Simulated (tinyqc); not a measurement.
Stark shift: graded (staircase) quantum well by finite differences.

Finite differences on points z_i at the centres of cells of width h: H_ii = (c/h^2)(1/m_(i-1/2) + 1/m_(i+1/2)) + V_i, H_(i,i+1) = -(c/h^2)/m_(i+1/2), where m_(i+1/2) is the mean of the masses at the two points (the end values are repeated outwards), psi = 0 on the points beyond both ends, c = hbar^2/2m0. The field adds e F (z - z0) with z0 the middle of the structure; 1 kV/cm = 1e-5 eV/angstrom.

Constants: hbar^2/2m0 = 3.80998211 eV angstrom^2.

Inputs chosen for the exercise (out of a larger set: near those of an InGaAs well in InP; not measured data): layers = ((57, 0.254, 0.0815), (19, 0.113, 0.0589), (19, 0.028, 0.0453), (19, 0, 0.0408), (19, 0.028, 0.0453), (19, 0.113, 0.0589), (57, 0.254, 0.0815)) (each layer: thickness in angstrom, band edge in eV, mass in m0); hf = 1.1875 angstrom (cell width of the fine grid); Fs = (0, 11.7, 23.3, 35, 46.7, 58.3, 70) kV/cm (fields).

Fine grid. Perturbation theory: dE1 = e F z_11 - beta (e F)^2 with beta = sum_j z_1j^2/(E_j - E_1) over the 13 next levels at zero field, z from z0.

Levels against field:
```
F (kV/cm)  E1 (eV)  E2 (eV)  dE1 (meV)  second order (meV)  <z - z0> (angstrom)  E2 - E1 (meV)
0           0.0739   0.2251       0.00                0.00                  0.0          151.2
11.7        0.0739   0.2250      -0.05               -0.05                 -0.8          151.1
23.3        0.0737   0.2246      -0.19               -0.19                 -1.6          150.9
35.0        0.0735   0.2239      -0.42               -0.42                 -2.4          150.4
46.7        0.0732   0.2229      -0.76               -0.76                 -3.2          149.8
58.3        0.0727   0.2217      -1.18               -1.18                 -4.1          149.0
70.0        0.0722   0.2202      -1.70               -1.70                 -4.9          148.0
```

z_11 = 0.00 angstrom
beta = 3464 angstrom^2/eV

At zero field the state is centred, so the shift starts as F^2; it turns linear only if the state is pulled to one side. At 70 kV/cm E1 has moved by -1.70 meV, where second order gives -1.70 meV; they differ by 0.3 % there. The electron moves by -4.9 angstrom, against the rise of the potential. From 35 kV/cm on E2 lies above the lowest point of the outer barrier, so it is a resonance or a state of the finite grid, held or pushed up by its ends. E2 - E1 shrinks with the field; the ends are 151.2 and 148.0 meV.

Program tinyqc; command `OMP_NUM_THREADS=1 python tinyqc.py 1280112 1280113 out.jsonl`; about 0.02 s on one thread of a shared Intel(R) Xeon(R) Processor @ 2.30GHz.
